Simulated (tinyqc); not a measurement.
Inside a calculation. Method: UHF in the 6-311g basis, for H2, spin multiplicity 1. One step of it, computed by the program tinyqc.

Question. Orthogonalisation. S = U s U^T; symmetric (Loewdin) form X = U s^(-1/2) U^T, so that X^T S X = 1.

overlap S:
```
          1H 1s     1H 2s     1H 3s     2H 1s     2H 2s     2H 3s
1H 1s  1.000000  0.706377  0.373664  0.016821  0.130083  0.200804
1H 2s  0.706377  1.000000  0.788963  0.130083  0.344170  0.473112
1H 3s  0.373664  0.788963  1.000000  0.200804  0.473112  0.714397
2H 1s  0.016821  0.130083  0.200804  1.000000  0.706377  0.373664
2H 2s  0.130083  0.344170  0.473112  0.706377  1.000000  0.788963
2H 3s  0.200804  0.473112  0.714397  0.373664  0.788963  1.000000
```

Give: eigenvalues of S; X.

Answer.

eigenvalues of S: 0.065  0.128  0.351  0.705  1.508  3.242

X:
```
        1H 1s   1H 2s   1H 3s   2H 1s   2H 2s   2H 3s
1H 1s   1.372  -0.743   0.203   0.013   0.045  -0.057
1H 2s  -0.743   2.102  -1.001   0.045  -0.196   0.165
1H 3s   0.203  -1.001   2.004  -0.057   0.165  -0.757
2H 1s   0.013   0.045  -0.057   1.372  -0.743   0.203
2H 2s   0.045  -0.196   0.165  -0.743   2.102  -1.001
2H 3s  -0.057   0.165  -0.757   0.203  -1.001   2.004
```
